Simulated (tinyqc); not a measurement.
Velocity against current: domain walls in a thin film with perpendicular anisotropy: Bloch, Neel and chiral walls, motion and stripe domains. Computed by tinyqc, a small Python program. Command: `OMP_NUM_THREADS=1 python tinyqc.py 3003142 3003143 out.jsonl mwall walk`. One thread of a shared host (Intel(R) Xeon(R) Processor @ 2.30GHz), about 0.01 s of CPU time with the checks.

One-dimensional wall: polar angle theta(x), azimuth phi of the moment in the wall (phi = 0 Neel, 90 degrees Bloch). mu_0 = 1.25663706212e-6 T m/A, gamma = 1.76085963023e11 rad/(s T).

Inputs (values chosen for the exercise, for a model film): saturation magnetisation M_s = 1190 kA/m; exchange stiffness A = 19 pJ/m; uniaxial anisotropy K_u = 1710 kJ/m^3; DMI constant D = 0.15 mJ/m^2; thickness t = 1.2 nm; damping alpha = 0.037; current density J = 0.28 1e12 A/m^2; spin Hall angle theta_SH = 0.064.

Drive: spin-orbit torque.

Constants: hbar = 1.054571817e-34 J s; e = 1.602176634e-19 C.

Method:
- K_eff = K_u - mu_0 M_s^2/2; Delta = sqrt(A/K_eff); sigma_0 = 4 sqrt(A K_eff); profile theta = 2 arctan exp(x/Delta); quality factor Q = 2 K_u/(mu_0 M_s^2).
- sigma(phi) = sigma_0 + 2 Delta K_D cos^2(phi) - pi D cos(phi), with the wall shape anisotropy K_D = N_x mu_0 M_s^2/2, N_x = t ln 2/(pi Delta). The minimum has cos(phi) = D/D_N for D < D_N = 4 Delta K_D/pi and phi = 0 beyond; sigma turns negative at D_c = (sigma_0 + 2 Delta K_D)/pi.
- Spin-orbit drive: B_SL = hbar theta_SH J/(2 e M_s t) acts as the field (pi/2) B_SL cos(phi). Steady state: v = (gamma Delta/alpha)(pi/2) B_SL cos(phi) = gamma Delta [B_D sin(phi) - (B_K/2) sin(2 phi)], B_K = 2 K_D/M_s, B_D = pi D/(2 M_s Delta); the root with phi between its rest value and 90 degrees; v saturates at v_D = gamma Delta B_D.

K_D = 48.9467 kJ/m^3

width parameter Delta = 4.81290 nm

azimuth phi = 59.9939 degrees

saturation velocity v_D = 34.8649 m/s

Steady motion:
```
J (1e12 A/m^2)  B_SL (mT)  phi (degrees)  v (m/s)  v at fixed rest phi (m/s)
0.02                0.295         64.659    4.543                        5.3
0.05                0.737         69.183    9.430                       13.3
0.10                1.475         73.802   14.804                       26.5
0.20                2.950         78.701   20.795                       53.1
0.50                7.375         84.053   27.493                      132.7
1.00               14.750         86.676   30.771                      265.4
2.00               29.500         88.234   32.701                      530.8
5.00               73.749         89.266   33.970                     1327.0
```

The linear law holds to 5 % in 0 of the eight rows; in the last row v is 97.4 % of v_D = pi gamma D/(2 M_s), which depends on neither alpha nor theta_SH. Caution: pinning, heating and tilting of the wall are left out.

Extremes, crossings and ranges named in words are read from the listed rows.
